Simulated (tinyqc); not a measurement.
# Threshold-voltage variability of a planar MOSFET, analytic estimates: two studies

Three independent sources add in quadrature: random dopants in the depleted layer, metal-gate grains of two orientations, and roughness of the two gate edges acting through the roll-off VT = VT(long) - Vr exp(-L/l). These are first-order estimates: no three-dimensional electrostatics, no percolation.

Parameters, values chosen for the exercise; material values close to those of silicon:

| symbol | value | unit | meaning |
|---|---|---|---|
| T | 300 | K | temperature |
| Eg | 1.1 | eV | band gap |
| eps_r | 11.7 |  | relative permittivity of the semiconductor |
| Nc | 2.82e19 | cm^-3 | conduction-band density of states at T |
| Nv | 2.67e19 | cm^-3 | valence-band density of states at T |
| Na | 5.9e18 | cm^-3 | channel doping |
| ti | 1.5 | nm | oxide-equivalent thickness in inversion |
| L | 65 | nm | gate length |
| W | 200 | nm | gate width |
| G | 10 | nm | metal grain size |
| dW | 0.1 | eV | work-function difference of the two grain orientations |
| p | 0.4 |  | share of the orientation of higher work function |
| De | 0.8 | nm | rms roughness of one gate edge |
| La | 20 | nm | correlation length of the roughness |
| l | 18 | nm | decay length of the threshold roll-off |
| Vr | 1.2 | V | prefactor of the roll-off |

Constants: q = 1.602176634e-19 C, kB = 1.380649e-23 J/K, Vt = kB T/q, eps0 = 8.8541878128e-14 F/cm where lengths are in cm. Results are converted to the units shown.

Each table varies one quantity; the others keep the values above.

## Scaling length and width together

ni = sqrt(Nc Nv) exp(-Eg/(2 Vt)), Eg in volts; Cox = 3.9 eps0/ti; Wd = sqrt(4 eps0 eps_r Vt ln(Na/ni)/(q Na)); dopants: s1 = (q/Cox) sqrt(Na Wd/(3 L W)). Grains: Ng = L W/G^2 (at least 1), s2 = dW sqrt(p (1 - p)/Ng). Edges, with exponential correlation and u = W/La: the mean gate length has sL^2 = 2 De^2 (2/u)[1 - (1 - exp(-u))/u]; s3 = sL (Vr/l) exp(-L/l). s = sqrt(s1^2 + s2^2 + s3^2). l and Vr are held fixed. W = 3.076923077 L in every row; l is held fixed.

Result of one run:

| L (nm) | s1 (mV) | s2 (mV) | s3 (mV) | s (mV) | s sqrt(L W) (mV um) |
|---|---|---|---|---|---|
| 63 | 10.80 | 4.433 | 0.9798 | 11.72 | 1.295 |

What becomes of these results when the gate length L is changed from 63 to 42 nm, all else the same?

Result of the changed run:

| L (nm) | s1 (mV) | s2 (mV) | s3 (mV) | s (mV) | s sqrt(L W) (mV um) |
|---|---|---|---|---|---|
| 42 | 16.20 | 6.650 | 3.742 | 17.91 | 1.319 |

The whole series:

| L (nm) | s1 (mV) | s2 (mV) | s3 (mV) | s (mV) | s sqrt(L W) (mV um) |
|---|---|---|---|---|---|
| 42 | 16.20 | 6.650 | 3.742 | 17.91 | 1.319 |
| 52 | 13.09 | 5.371 | 1.963 | 14.28 | 1.303 |
| 63 | 10.80 | 4.433 | 0.9798 | 11.72 | 1.295 |
| 78 | 8.724 | 3.581 | 0.3869 | 9.438 | 1.291 |
| 95 | 7.163 | 2.940 | 0.1374 | 7.744 | 1.290 |
| 120 | 5.670 | 2.327 | 0.03073 | 6.130 | 1.290 |
| 140 | 4.860 | 1.995 | 0.009403 | 5.254 | 1.290 |

As L goes from 42 to 140 nm, s falls from 17.9 to 5.25 mV. The dopants are the largest source in the first and the last row. The product s sqrt(L W) falls from 1.32 to 1.29 mV um: s1 and s2 go as 1/sqrt(L W), so the change comes from s3 alone.

## Effect of the correlation length of the roughness

Same model as above.

l and Vr are held fixed.

The same in every row: s1 (mV) = 10.47; s2 (mV) = 4.297.

Effect of the correlation length of the roughness:

| La (nm) | s3 (mV) | s (mV) | s sqrt(L W) (mV um) |
|---|---|---|---|
| 2 | 0.2868 | 11.32 | 1.291 |
| 5 | 0.4500 | 11.33 | 1.291 |
| 10 | 0.6282 | 11.33 | 1.292 |
| 20 | 0.8647 | 11.35 | 1.294 |
| 40 | 1.154 | 11.37 | 1.297 |
| 80 | 1.450 | 11.41 | 1.301 |
| 160 | 1.689 | 11.44 | 1.305 |

What does the table show?

As La goes from 2 to 160 nm, s rises from 11.3 to 11.4 mV. The dopants are the largest source in the first and the last row. The edge term s3 rises from 0.287 to 1.69 mV: a longer correlation averages out less along the width.

tinyqc, about 0.01 s, one thread, Intel Xeon 2.30GHz (shared host): `OMP_NUM_THREADS=1 python tinyqc.py 2090025 2090026 out.jsonl`
